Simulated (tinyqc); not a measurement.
# Fermi-level pinning at a metal contact (Cowley-Sze model): barrier against work function

Interface states of density Ds lie behind a thin layer of thickness dl. Neglecting the depletion charge, the barrier for electrons is phi = S (pM - chi) + (1 - S) E0 with S = 1/(1 + q Ds dl/(eps0 ei)); the barrier for holes is Eg - phi.

phi is listed beside the Schottky-Mott value pM - chi.

Inputs (values chosen for the exercise); material values close to those of gallium nitride: band gap Eg = 3.46 eV; electron affinity chi = 4.14 eV; density of interface states Ds = 3.1e12 cm^-2 eV^-1; depth of their neutrality level below the conduction edge E0 = 2.83 eV; thickness of the interface layer dl = 0.38 nm; its relative permittivity ei = 1.4.

Constants: q = 1.602176634e-19 C, eps0 = 8.8541878128e-14 F/cm where lengths are in cm. Results are converted to the units shown.

Result of one run:
```
pM - chi (eV)  phi (eV)
1.060             1.294
```

Which metal work function pM gave this result: 3.4, 4.3, 4.9, 5.2 or 5.5 eV?

pM = 5.2 eV.

The whole series:
```
pM (eV)  pM - chi (eV)   phi (eV)
3.4            -0.7400    -0.2683
3.7            -0.4400  -0.007907
4              -0.1400     0.2525
4.3             0.1600     0.5128
4.6             0.4600     0.7732
4.9             0.7600      1.034
5.2              1.060      1.294
5.5              1.360      1.554
5.8              1.660      1.815
```

phi rises with slope S = 0.868, by 2.08 eV over 2.40 eV of work function, and equals the Schottky-Mott value at pM = chi + E0 = 6.97 eV. For pM = 3.4, 3.7 phi lies outside the gap, where band states take over and the formula no longer holds.

Computed by the program tinyqc: `OMP_NUM_THREADS=1 python tinyqc.py 2430079 2430080 out.jsonl`, one thread of a shared Intel Xeon 2.30GHz, about 0.01 s for the whole run.
